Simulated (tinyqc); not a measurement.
UHF in the 6-31g basis, for H4, spin multiplicity 3, step by step (part 2 of 2). This run ends on a higher stationary point, not on the lowest solution. Computed by tinyqc, a small Python program that keeps every step (integrals from PySCF). Command: `OMP_NUM_THREADS=1 python tinyqc.py 23068 23069 out.jsonl` (the two numbers bound the seeds that draw the settings). One thread of a shared host (Intel(R) Xeon(R) Processor @ 2.60GHz), about 0.2 s of CPU time with the checks.

Geometry (angstrom):
```
atom,x,y,z
H,0.00000,0.00000,0.00000
H,0.00000,0.00000,0.90900
H,0.00000,0.00000,2.16000
H,0.00000,0.00000,3.06800
```

## Iteration 1: diagonalisation and new density

F(alpha) (hartree), lower triangle:
```
,1H 1s,1H 2s,2H 1s,2H 2s,3H 1s,3H 2s,4H 1s,4H 2s
1H 1s,-0.16830
1H 2s,-0.54830,-0.35178
2H 1s,-0.46474,-0.45763,-0.06124
2H 2s,-0.45459,-0.36158,-0.53370,-0.39681
3H 1s,0.01149,-0.08696,-0.22950,-0.30192,-0.06046
3H 2s,-0.11601,-0.16510,-0.30209,-0.28718,-0.53333,-0.39644
4H 1s,-0.02003,-0.02889,0.01144,-0.11617,-0.46518,-0.45458,-0.16751
4H 2s,-0.02889,-0.06400,-0.08714,-0.16516,-0.45768,-0.36122,-0.54781,-0.35117
```

F(beta) (hartree), lower triangle:
```
,1H 1s,1H 2s,2H 1s,2H 2s,3H 1s,3H 2s,4H 1s,4H 2s
1H 1s,0.39909
1H 2s,-0.16861,-0.05764
2H 1s,-0.27212,-0.26131,0.27847
2H 2s,-0.23249,-0.16544,-0.31271,-0.20457
3H 1s,-0.08522,-0.16000,-0.28729,-0.28879,0.27723
3H 2s,-0.14669,-0.18013,-0.28847,-0.23849,-0.31375,-0.20523
4H 1s,-0.03046,-0.05961,-0.08550,-0.14722,-0.27314,-0.23336,0.39853
4H 2s,-0.05950,-0.10113,-0.16017,-0.18046,-0.26233,-0.16609,-0.16931,-0.05823
```

X:
```
,1,2,3,4,5,6,7,8
1H 1s,-0.10834,-0.57914,0.82046,0.50990,0.40000,0.56645,0.27658,0.13250
1H 2s,1.84440,1.34503,-0.75035,-0.42331,0.17923,0.23965,0.28821,0.19202
2H 1s,0.63372,0.57069,0.28342,0.69722,-0.75877,-0.39661,0.20095,0.17268
2H 2s,-3.47016,-1.10988,-0.37294,-0.42201,-0.05528,-0.20894,0.18134,0.25258
3H 1s,-0.63433,0.57006,-0.28213,0.69719,0.76091,-0.39394,-0.20086,0.17280
3H 2s,3.47351,-1.10752,0.37239,-0.42269,0.05609,-0.20847,-0.18110,0.25267
4H 1s,0.10883,-0.57951,-0.81918,0.51130,-0.40246,0.56517,-0.27643,0.13270
4H 2s,-1.84796,1.34471,0.74907,-0.42455,-0.18043,0.23899,-0.28790,0.19222
```

Diagonalise F' = X^T F X, C = X C', fill 3 alpha and 1 beta electrons from the bottom; D(s) = C_occ C_occ^T. Each column has its largest component positive (the first on a tie).

F' = X^T F X (alpha) (hartree), lower triangle:
```
,1,2,3,4,5,6,7,8
1,0.90638
2,-0.00021,1.01463
3,0.15450,0.00035,0.91539
4,-0.00018,0.14631,-0.00014,0.82350
5,-0.47815,0.00120,0.10622,0.00001,0.76050
6,-0.00048,-0.49824,0.00013,-0.01627,0.00025,0.08014
7,0.02390,-0.00004,-0.04349,-0.00012,-0.00104,-0.00016,-0.56350
8,0.00004,-0.00701,-0.00013,-0.21760,0.00015,-0.04600,-0.00032,-0.63905
```

orbital energies (alpha) (hartree): MO1 -0.67400, MO2 -0.56545, MO3 -0.13544, MO4 0.29731, MO5 0.81257, MO6 0.96354, MO7 1.27608, MO8 1.32338

coefficients C (alpha):
```
,MO1,MO2,MO3,MO4,MO5,MO6,MO7,MO8
1H 1s,0.23785,-0.30078,0.24384,-0.00142,-0.71081,-0.88178,0.56286,-0.22157
1H 2s,0.16413,-0.21923,0.77317,1.51793,0.74415,0.50975,-0.96873,1.19736
2H 1s,0.24974,-0.20228,-0.18430,-0.21720,-0.40998,-0.09211,-0.87042,0.98911
2H 2s,0.16054,-0.24842,-0.62806,-2.13182,0.17218,0.67163,1.07137,-2.66068
3H 1s,0.24852,0.20381,-0.18312,0.21740,-0.40998,0.09463,-0.84243,-1.01320
3H 2s,0.15882,0.24968,-0.62501,2.13553,0.17323,-0.67496,0.99442,2.69059
4H 1s,0.23620,0.30186,0.24354,0.00126,-0.70877,0.88196,0.55894,0.23815
4H 2s,0.16301,0.21955,0.77155,-1.52228,0.74178,-0.50824,-0.93608,-1.22550
```

F' = X^T F X (beta) (hartree), lower triangle:
```
,1,2,3,4,5,6,7,8
1,0.94593
2,-0.00017,1.07689
3,0.14990,0.00032,1.03855
4,-0.00015,0.14062,-0.00001,0.94315
5,-0.47271,0.00114,0.14708,-0.00041,1.04912
6,-0.00054,-0.51243,0.00029,0.05124,0.00043,0.58216
7,0.02467,0.00001,0.13869,0.00013,-0.02603,-0.00017,0.00284
8,0.00000,-0.00164,0.00011,-0.08095,-0.00044,0.08317,0.00045,-0.39117
```

orbital energies (beta) (hartree): MO1 -0.40584, MO2 -0.01772, MO3 0.25067, MO4 0.45189, MO5 0.94743, MO6 1.12826, MO7 1.41875, MO8 1.47402

coefficients C (beta):
```
,MO1,MO2,MO3,MO4,MO5,MO6,MO7,MO8
1H 1s,0.12890,0.17729,0.09140,-0.10816,0.67396,0.85801,0.67693,-0.37212
1H 2s,0.07714,0.44250,1.00649,1.61882,-0.47344,-0.17077,-0.92622,1.10275
2H 1s,0.23683,0.13272,-0.10561,-0.14097,0.52091,0.29029,-0.82038,0.98163
2H 2s,0.29158,0.14949,-0.66908,-2.37545,-0.37387,-1.21041,0.93808,-2.24760
3H 1s,0.23760,-0.13247,-0.10522,0.14129,0.52135,-0.29106,-0.80258,-0.99584
3H 2s,0.29273,-0.14883,-0.66743,2.37758,-0.37821,1.21247,0.89667,2.26475
4H 1s,0.12966,-0.17700,0.09154,0.10835,0.67368,-0.85655,0.67200,0.38496
4H 2s,0.07745,-0.44120,1.00627,-1.62221,-0.47137,0.16828,-0.90740,-1.12043
```

D(alpha) after iteration 1, lower triangle:
```
,1H 1s,1H 2s,2H 1s,2H 2s,3H 1s,3H 2s,4H 1s,4H 2s
1H 1s,0.20650
1H 2s,0.29351,0.67279
2H 1s,0.07531,-0.05716,0.13725
2H 2s,-0.04024,-0.40479,0.20609,0.48195
3H 1s,-0.04684,-0.14547,0.05459,0.10427,0.13683
3H 2s,-0.18973,-0.51191,0.10434,0.35602,0.20481,0.47821
4H 1s,0.02477,0.16089,-0.04696,-0.19003,0.07563,-0.03933,0.20622
4H 2s,0.16087,0.57516,-0.14589,-0.51295,-0.05603,-0.40152,0.29268,0.67006
```

D(beta) after iteration 1, lower triangle:
```
,1H 1s,1H 2s,2H 1s,2H 2s,3H 1s,3H 2s,4H 1s,4H 2s
1H 1s,0.01661
1H 2s,0.00994,0.00595
2H 1s,0.03053,0.01827,0.05609
2H 2s,0.03758,0.02249,0.06906,0.08502
3H 1s,0.03063,0.01833,0.05627,0.06928,0.05646
3H 2s,0.03773,0.02258,0.06933,0.08535,0.06955,0.08569
4H 1s,0.01671,0.01000,0.03071,0.03781,0.03081,0.03796,0.01681
4H 2s,0.00998,0.00597,0.01834,0.02258,0.01840,0.02267,0.01004,0.00600
```

## Iteration 2: building the Fock matrix

core Hamiltonian H = T + V (hartree), lower triangle:
```
,1H 1s,1H 2s,2H 1s,2H 2s,3H 1s,3H 2s,4H 1s,4H 2s
1H 1s,-1.25487
1H 2s,-1.13053,-1.30069
2H 1s,-0.73664,-0.92099,-1.50546
2H 2s,-0.85314,-1.17695,-1.29484,-1.52696
3H 1s,-0.01620,-0.18000,-0.33964,-0.66628,-1.50596
3H 2s,-0.18067,-0.45787,-0.66620,-1.03201,-1.29512,-1.52711
4H 1s,-0.00012,-0.02457,-0.01627,-0.18105,-0.73827,-0.85407,-1.25560
4H 2s,-0.02456,-0.13194,-0.18032,-0.45843,-0.92193,-1.17769,-1.13096,-1.30106
```

nuclear repulsion = 2.2505260 hartree

Given earlier and not repeated: Two-electron integrals (ij|kl) in chemists' order.

J_ij = sum D_kl (ij|kl) with D = D(alpha) + D(beta), K_ij = sum D_kl (ik|jl) for each spin; F = H + J - K(s); E = tr D H + tr D J / 2 - 0.5 sum_s tr D(s) K(s) + E_nn.

Coulomb J (hartree), lower triangle:
```
,1H 1s,1H 2s,2H 1s,2H 2s,3H 1s,3H 2s,4H 1s,4H 2s
1H 1s,1.73498
1H 2s,1.05941,1.35945
2H 1s,0.59487,0.82139,2.00143
2H 2s,0.75020,1.17387,1.22756,1.57071
3H 1s,0.00634,0.13944,0.24716,0.59413,2.00205
3H 2s,0.13001,0.41464,0.59403,1.02539,1.22788,1.57093
4H 1s,0.00003,0.01459,0.00637,0.13033,0.59656,0.75117,1.73582
4H 2s,0.01459,0.10702,0.13970,0.41522,0.82237,1.17476,1.05988,1.35989
```

exchange K(alpha) (hartree), lower triangle:
```
,1H 1s,1H 2s,2H 1s,2H 2s,3H 1s,3H 2s,4H 1s,4H 2s
1H 1s,0.69741
1H 2s,0.53404,0.48698
2H 1s,0.33064,0.38043,0.60114
2H 2s,0.38873,0.42129,0.50581,0.52496
3H 1s,-0.01001,0.06366,0.17151,0.27019,0.60046
3H 2s,0.07234,0.14679,0.27039,0.34556,0.50549,0.52481
4H 1s,0.00353,0.01139,-0.01000,0.07251,0.33140,0.38904,0.69710
4H 2s,0.01139,0.04154,0.06381,0.14696,0.38073,0.42139,0.53383,0.48675
```

exchange K(beta) (hartree), lower triangle:
```
,1H 1s,1H 2s,2H 1s,2H 2s,3H 1s,3H 2s,4H 1s,4H 2s
1H 1s,0.13909
1H 2s,0.14132,0.17397
2H 1s,0.15617,0.21316,0.33407
2H 2s,0.16702,0.23176,0.31371,0.34617
3H 1s,0.07113,0.12714,0.17926,0.24388,0.33578
3H 2s,0.10819,0.17587,0.24346,0.30459,0.31504,0.34723
4H 1s,0.03259,0.05659,0.07136,0.10872,0.15746,0.16827,0.14048
4H 2s,0.05647,0.09629,0.12726,0.17634,0.21448,0.23300,0.14256,0.17523
```

F(alpha) (hartree), lower triangle:
```
,1H 1s,1H 2s,2H 1s,2H 2s,3H 1s,3H 2s,4H 1s,4H 2s
1H 1s,-0.21730
1H 2s,-0.60516,-0.42822
2H 1s,-0.47241,-0.48003,-0.10517
2H 2s,-0.49167,-0.42437,-0.57309,-0.48121
3H 1s,0.00015,-0.10422,-0.26398,-0.34234,-0.10438
3H 2s,-0.12300,-0.19002,-0.34257,-0.35218,-0.57273,-0.48099
4H 1s,-0.00362,-0.02137,0.00011,-0.12323,-0.47311,-0.49194,-0.21688
4H 2s,-0.02136,-0.06647,-0.10442,-0.19017,-0.48030,-0.42431,-0.60491,-0.42792
```

F(beta) (hartree), lower triangle:
```
,1H 1s,1H 2s,2H 1s,2H 2s,3H 1s,3H 2s,4H 1s,4H 2s
1H 1s,0.34102
1H 2s,-0.21243,-0.11521
2H 1s,-0.29794,-0.31276,0.16190
2H 2s,-0.26995,-0.23484,-0.38099,-0.30242
3H 1s,-0.08099,-0.16770,-0.27174,-0.31603,0.16031
3H 2s,-0.15885,-0.21910,-0.31563,-0.31121,-0.38227,-0.30341
4H 1s,-0.03268,-0.06656,-0.08125,-0.15944,-0.29917,-0.27117,0.33974
4H 2s,-0.06644,-0.12122,-0.16787,-0.21955,-0.31404,-0.23593,-0.21363,-0.11640
```

total energy of this density = -1.9469547 hartree

## Iteration 2: diagonalisation and new density

As before.

F' = X^T F X (alpha) (hartree), lower triangle:
```
,1,2,3,4,5,6,7,8
1,0.86760
2,-0.00015,0.95806
3,0.13621,0.00025,0.89729
4,-0.00011,0.11778,-0.00004,0.78028
5,-0.45280,0.00109,0.11026,-0.00004,0.70790
6,-0.00056,-0.52287,0.00022,0.00472,0.00015,0.03007
7,0.01304,-0.00001,-0.02525,-0.00009,-0.04535,-0.00014,-0.62268
8,0.00002,0.00381,-0.00013,-0.20187,0.00023,-0.03667,-0.00017,-0.71880
```

orbital energies (alpha) (hartree): MO1 -0.74717, MO2 -0.62453, MO3 -0.20703, MO4 0.28031, MO5 0.78471, MO6 0.94263, MO7 1.21909, MO8 1.25171

coefficients C (alpha):
```
,MO1,MO2,MO3,MO4,MO5,MO6,MO7,MO8
1H 1s,0.22349,-0.30098,0.23773,-0.00157,0.67168,0.87814,0.61657,-0.23605
1H 2s,0.15161,-0.28299,0.79342,1.48219,-0.66337,-0.50238,-1.01582,1.22833
2H 1s,0.24523,-0.17950,-0.17279,-0.23830,0.47396,0.11905,-0.84248,0.98457
2H 2s,0.18135,-0.17396,-0.63361,-2.11709,-0.24934,-0.70296,1.05436,-2.66828
3H 1s,0.24466,0.18013,-0.17151,0.23861,0.47414,-0.12038,-0.81036,-1.01132
3H 2s,0.18060,0.17449,-0.62962,2.12113,-0.25204,0.70561,0.96569,2.70181
4H 1s,0.22289,0.30133,0.23734,0.00141,0.67152,-0.87678,0.61089,0.25666
4H 2s,0.15113,0.28299,0.79112,-1.48707,-0.66198,0.49940,-0.97669,-1.26188
```

F' = X^T F X (beta) (hartree), lower triangle:
```
,1,2,3,4,5,6,7,8
1,0.91247
2,-0.00005,1.03616
3,0.12560,0.00018,1.00713
4,-0.00007,0.09943,0.00011,0.88539
5,-0.43540,0.00101,0.15320,-0.00044,0.92224
6,-0.00048,-0.48874,0.00042,0.05476,0.00055,0.51578
7,0.03114,0.00003,0.12169,0.00017,0.01840,0.00010,-0.07055
8,-0.00001,0.00753,0.00010,-0.06981,-0.00047,0.09661,0.00070,-0.48640
```

orbital energies (beta) (hartree): MO1 -0.50248, MO2 -0.08452, MO3 0.22080, MO4 0.41624, MO5 0.89418, MO6 1.08539, MO7 1.33843, MO8 1.35419

coefficients C (beta):
```
,MO1,MO2,MO3,MO4,MO5,MO6,MO7,MO8
1H 1s,0.11974,0.18531,0.12421,-0.06367,0.62521,0.84182,-0.72238,-0.40703
1H 2s,0.07433,0.32210,0.97509,1.58971,-0.43555,-0.14318,0.98767,1.17884
2H 1s,0.23150,0.16442,-0.10533,-0.17682,0.57920,0.33039,0.78868,0.95254
2H 2s,0.30135,0.30048,-0.65660,-2.24783,-0.41243,-1.28255,-0.94468,-2.31559
3H 1s,0.23252,-0.16378,-0.10531,0.17711,0.58021,-0.32919,0.75581,-0.97867
3H 2s,0.30296,-0.29869,-0.65770,2.24927,-0.41950,1.28275,-0.86481,2.34742
4H 1s,0.12068,-0.18519,0.12420,0.06398,0.62666,-0.83963,-0.70901,0.43220
4H 2s,0.07483,-0.32190,0.97578,-1.59205,-0.43369,0.14081,0.94762,-1.21332
```

D(alpha) after iteration 2, lower triangle:
```
,1H 1s,1H 2s,2H 1s,2H 2s,3H 1s,3H 2s,4H 1s,4H 2s
1H 1s,0.19705
1H 2s,0.30768,0.73259
2H 1s,0.06775,-0.04912,0.12222
2H 2s,-0.05774,-0.42599,0.18518,0.46461
3H 1s,-0.04031,-0.14996,0.05730,0.12171,0.12172
3H 2s,-0.16184,-0.52156,0.12176,0.40133,0.18361,0.45949
4H 1s,0.01554,0.13683,-0.04044,-0.16238,0.06811,-0.05660,0.19681
4H 2s,0.13668,0.57052,-0.15043,-0.52308,-0.04774,-0.42144,0.30672,0.72880
```

D(beta) after iteration 2, lower triangle:
```
,1H 1s,1H 2s,2H 1s,2H 2s,3H 1s,3H 2s,4H 1s,4H 2s
1H 1s,0.01434
1H 2s,0.00890,0.00553
2H 1s,0.02772,0.01721,0.05359
2H 2s,0.03608,0.02240,0.06976,0.09081
3H 1s,0.02784,0.01728,0.05383,0.07007,0.05407
3H 2s,0.03628,0.02252,0.07014,0.09130,0.07044,0.09178
4H 1s,0.01445,0.00897,0.02794,0.03637,0.02806,0.03656,0.01456
4H 2s,0.00896,0.00556,0.01732,0.02255,0.01740,0.02267,0.00903,0.00560
```

## Iteration 10 (converged): orbitals

converged F(alpha) (hartree), lower triangle:
```
,1H 1s,1H 2s,2H 1s,2H 2s,3H 1s,3H 2s,4H 1s,4H 2s
1H 1s,-0.22911
1H 2s,-0.61606,-0.44212
2H 1s,-0.46354,-0.47329,-0.08863
2H 2s,-0.49474,-0.43145,-0.56579,-0.48718
3H 1s,-0.00393,-0.10957,-0.27266,-0.34852,-0.09531
3H 2s,-0.12360,-0.19358,-0.34696,-0.35960,-0.56938,-0.48909
4H 1s,-0.00118,-0.01991,-0.00410,-0.12394,-0.46511,-0.49628,-0.23295
4H 2s,-0.01993,-0.06668,-0.10950,-0.19398,-0.47539,-0.43302,-0.61824,-0.44401
```

converged F(beta) (hartree), lower triangle:
```
,1H 1s,1H 2s,2H 1s,2H 2s,3H 1s,3H 2s,4H 1s,4H 2s
1H 1s,0.34049
1H 2s,-0.21109,-0.11686
2H 1s,-0.30204,-0.32416,0.12440
2H 2s,-0.27064,-0.24274,-0.40351,-0.32195
3H 1s,-0.07958,-0.17024,-0.27957,-0.32766,0.12943
3H 2s,-0.15769,-0.22354,-0.32901,-0.32582,-0.39913,-0.31848
4H 1s,-0.03007,-0.06379,-0.07916,-0.15649,-0.29894,-0.26764,0.34245
4H 2s,-0.06411,-0.12059,-0.17025,-0.22247,-0.32040,-0.23928,-0.20842,-0.11382
```

As before.

F' = X^T F X (alpha) (hartree), lower triangle:
```
,1,2,3,4,5,6,7,8
1,0.86185
2,0.00057,0.94973
3,0.13398,-0.00010,0.89240
4,0.00021,0.11667,0.00095,0.77774
5,-0.45145,0.00084,0.10637,-0.00118,0.70340
6,-0.00013,-0.52561,0.00063,0.00422,0.00374,0.01554
7,0.00561,0.00011,-0.01883,0.00102,-0.07251,0.00000,-0.62479
8,0.00004,0.00503,0.00045,-0.19242,-0.00139,-0.04298,0.00157,-0.72536
```

orbital energies (alpha) (hartree): MO1 -0.75200, MO2 -0.62906, MO3 -0.22190, MO4 0.28063, MO5 0.77998, MO6 0.93551, MO7 1.21148, MO8 1.24587

coefficients C (alpha):
```
,MO1,MO2,MO3,MO4,MO5,MO6,MO7,MO8
1H 1s,0.22011,0.30636,0.23509,0.00630,0.66735,0.88050,0.60725,0.26117
1H 2s,0.15832,0.31925,0.78440,-1.47871,-0.66189,-0.51056,-0.95859,-1.27125
2H 1s,0.23481,0.16958,-0.17268,0.24080,0.47491,0.12346,-0.79582,-1.02526
2H 2s,0.17500,0.13199,-0.62628,2.13483,-0.24014,-0.69630,0.92439,2.70917
3H 1s,0.24098,-0.16376,-0.17613,-0.24100,0.47798,-0.11550,-0.85681,0.97338
3H 2s,0.18041,-0.12602,-0.64188,-2.12889,-0.25982,0.68989,1.09346,-2.64967
4H 1s,0.22835,-0.30113,0.23642,-0.00795,0.67625,-0.87410,0.62001,-0.22581
4H 2s,0.16445,-0.31496,0.79465,1.47419,-0.66172,0.50662,-1.03578,1.21479
```

F' = X^T F X (beta) (hartree), lower triangle:
```
,1,2,3,4,5,6,7,8
1,0.90769
2,0.00001,1.02990
3,0.12160,0.00000,1.00182
4,0.00006,0.09271,0.00017,0.87181
5,-0.42869,0.00097,0.15553,0.00006,0.89842
6,-0.00051,-0.48418,0.00057,0.06164,0.00003,0.49958
7,0.03239,0.00001,0.11881,-0.00076,0.03169,0.00059,-0.07677
8,0.00012,0.00882,-0.00036,-0.07639,0.00087,0.11795,-0.00276,-0.50065
```

orbital energies (beta) (hartree): MO1 -0.52323, MO2 -0.09076, MO3 0.21624, MO4 0.40944, MO5 0.88358, MO6 1.07883, MO7 1.32402, MO8 1.33369

coefficients C (beta):
```
,MO1,MO2,MO3,MO4,MO5,MO6,MO7,MO8
1H 1s,0.11489,-0.18362,0.13036,-0.05543,0.61194,-0.83630,-0.74263,-0.40357
1H 2s,0.05612,-0.29421,0.97337,1.58181,-0.41668,0.12703,1.02582,1.17528
2H 1s,0.24238,-0.17245,-0.10435,-0.18449,0.59170,-0.34306,0.79624,0.92832
2H 2s,0.31510,-0.33200,-0.64554,-2.21211,-0.43098,1.31389,-0.99243,-2.30602
3H 1s,0.23896,0.17462,-0.10368,0.18446,0.59273,0.34031,0.72321,-0.98735
3H 2s,0.30873,0.33627,-0.64298,2.21663,-0.43447,-1.31236,-0.81213,2.37625
4H 1s,0.11252,0.18472,0.13012,0.05549,0.61508,0.83441,-0.70925,0.45953
4H 2s,0.05472,0.29517,0.97152,-1.58594,-0.41744,-0.12514,0.93220,-1.25138
```

D(alpha) after iteration 10, lower triangle:
```
,1H 1s,1H 2s,2H 1s,2H 2s,3H 1s,3H 2s,4H 1s,4H 2s
1H 1s,0.19757
1H 2s,0.31706,0.74227
2H 1s,0.06304,-0.04414,0.11371
2H 2s,-0.06828,-0.42141,0.17162,0.44028
3H 1s,-0.03853,-0.15229,0.05923,0.13087,0.11591
3H 2s,-0.14979,-0.51516,0.13183,0.41694,0.17717,0.46044
4H 1s,0.01359,0.12547,-0.03827,-0.14785,0.06270,-0.07261,0.19872
4H 2s,0.12652,0.54881,-0.15202,-0.51047,-0.04876,-0.44071,0.32027,0.75771
```

D(beta) after iteration 10, lower triangle:
```
,1H 1s,1H 2s,2H 1s,2H 2s,3H 1s,3H 2s,4H 1s,4H 2s
1H 1s,0.01320
1H 2s,0.00645,0.00315
2H 1s,0.02785,0.01360,0.05875
2H 2s,0.03620,0.01768,0.07637,0.09929
3H 1s,0.02745,0.01341,0.05792,0.07529,0.05710
3H 2s,0.03547,0.01733,0.07483,0.09728,0.07377,0.09532
4H 1s,0.01293,0.00631,0.02727,0.03545,0.02689,0.03474,0.01266
4H 2s,0.00629,0.00307,0.01326,0.01724,0.01308,0.01689,0.00616,0.00299
```

## Convergence

Stop when the energy changes by less than 1e-08 hartree and every element of the error matrix X^T (F D S - S D F) X (for each spin) is below 3e-05.

Course of the cycle:
```
iteration,E (hartree),change,largest element of the error matrix
1,-1.7834521,-,2.44e-01
2,-1.9469547,-1.64e-01,4.47e-02
3,-1.9512906,-4.34e-03,1.45e-02
4,-1.9519452,-6.55e-04,4.26e-03
5,-1.9520307,-8.55e-05,6.33e-04
6,-1.9520333,-2.56e-06,2.04e-04
7,-1.9520338,-4.74e-07,2.16e-04
8,-1.9520326,1.18e-06,1.83e-04
9,-1.9520295,3.07e-06,1.06e-05
10,-1.9520295,1.83e-09,1.62e-06
```

PySCF UHF in the same basis, after a stability check = -1.9532363 hartree

Converged in 10 iterations. But the solution lies 0.00121 hartree above the reference: it is another stationary point, not the lowest one. Reruns (cap 100 unless said): damping 0.5: not converged; level shift 0.5: not converged; atomic densities as start, DIIS 8: converged in 10 to a higher stationary point.

## Populations, bond orders and dipole

overlap S, lower triangle:
```
,1H 1s,1H 2s,2H 1s,2H 2s,3H 1s,3H 2s,4H 1s,4H 2s
1H 1s,1.00000
1H 2s,0.65829,1.00000
2H 1s,0.31627,0.44667,1.00000
2H 2s,0.44667,0.78825,0.65829,1.00000
3H 1s,0.00324,0.07411,0.12522,0.31592,1.00000
3H 2s,0.07411,0.26092,0.31592,0.63720,0.65829,1.00000
4H 1s,0.00001,0.00813,0.00326,0.07426,0.31702,0.44705,1.00000
4H 2s,0.00813,0.06650,0.07426,0.26125,0.44705,0.78866,0.65829,1.00000
```

Mulliken: Z minus the diagonal of D S on the atom; Loewdin: the same with S^(1/2) D S^(1/2); Mayer order: 2 sum_s sum (D(s) S)_ij (D(s) S)_ji over the two atoms.

Charges (e):
```
atom,Mulliken,Loewdin,Mulliken spin
1H,0.04520,0.01827,0.79806
2H,-0.04628,-0.02016,0.18936
3H,-0.04449,-0.01798,0.20915
4H,0.04557,0.01988,0.80342
```

Mayer bond orders:
```
pair,order
2-1,0.08218
3-1,0.11458
3-2,0.70565
4-1,0.03770
4-2,0.11439
4-3,0.07114
```

dipole moment about the origin, x y z (debye): 0.00000  0.00000  0.00854

<S^2> of the determinant (pure state: 2) = 2.00575
